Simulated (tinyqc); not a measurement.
Round or elliptic silicon nanowire with anisotropic valleys (Ritz method): one step. Stretching the ellipse. Three cases, with inputs chosen for the exercise.

Task: Scaling y by 1/sqrt(w_y) and z by 1/sqrt(w_z) makes the mass 1 and the semi-axes A = a/sqrt(w_y), B = b/sqrt(w_z). List them with the one-function estimate 3c (1/A^2 + 1/B^2) and the slender limit c (pi/2s)^2 (1 + 2s/(pi l)), s and l the smaller and larger of A, B; c = hbar^2/2m0.

Wire along x = [100] on a (001) wafer, y = [010], z = [001]. Valley groups, two valleys each (w = inverse masses): A, axis along z: w_y = 1/mt, w_z = 1/ml, m_x = mt; B, axis along y: w_y = 1/ml, w_z = 1/mt, m_x = mt; C, axis along x: w_y = w_z = 1/mt, m_x = ml.

Constants: hbar^2/2m0 = 3.80998211 eV angstrom^2.

Give: Groups.

Case 1.

Values chosen (near those of a Si nanowire; shifted at random, so the results belong to these values and not to a real crystal): ml = 0.93 m0 (longitudinal mass); mt = 0.189 m0 (transverse mass); a = 18 angstrom (semi-axis along y); b = 18 angstrom (semi-axis along z).

Result:

Groups:
```
group  g      A      B  axis ratio  one function (eV)  slender limit (eV)
A      2   7.83  17.36       2.218             0.2246              0.1976
B      2  17.36   7.83       2.218             0.2246              0.1976
C      2   7.83   7.83       1.000             0.3733              0.2512
```

Case 2.

Values chosen (near those of a Si nanowire; shifted at random, so the results belong to these values and not to a real crystal): ml = 0.902 m0 (longitudinal mass); mt = 0.192 m0 (transverse mass); a = 14 angstrom (semi-axis along y); b = 34 angstrom (semi-axis along z).

Result:

Groups:
```
group  g      A      B  axis ratio  one function (eV)  slender limit (eV)
A      2   6.13  32.29       5.264             0.3147              0.2800
B      2  13.30  14.90       1.120             0.1161              0.0834
C      2   6.13  14.90       2.429             0.3552              0.3153
```

Case 3.

Values chosen (near those of a Si nanowire; shifted at random, so the results belong to these values and not to a real crystal): ml = 0.907 m0 (longitudinal mass); mt = 0.193 m0 (transverse mass); a = 34 angstrom (semi-axis along y); b = 18 angstrom (semi-axis along z).

Result:

Groups:
```
group  g      A      B  axis ratio  one function (eV)  slender limit (eV)
A      2  14.94  17.14       1.148             0.0901              0.0655
B      2  32.38   7.91       4.095             0.1937              0.1737
C      2  14.94   7.91       1.889             0.2340              0.2010
```

The one-function value suits axis ratios near 1 and the slender limit ratios well above 2.

Computed by tinyqc, one run a case: `OMP_NUM_THREADS=1 python tinyqc.py N N+1 out.jsonl` with N = 1280409, 1280788, 1281108; one thread of a shared Intel(R) Xeon(R) Processor @ 2.30GHz, about 0.05 s a run at most.
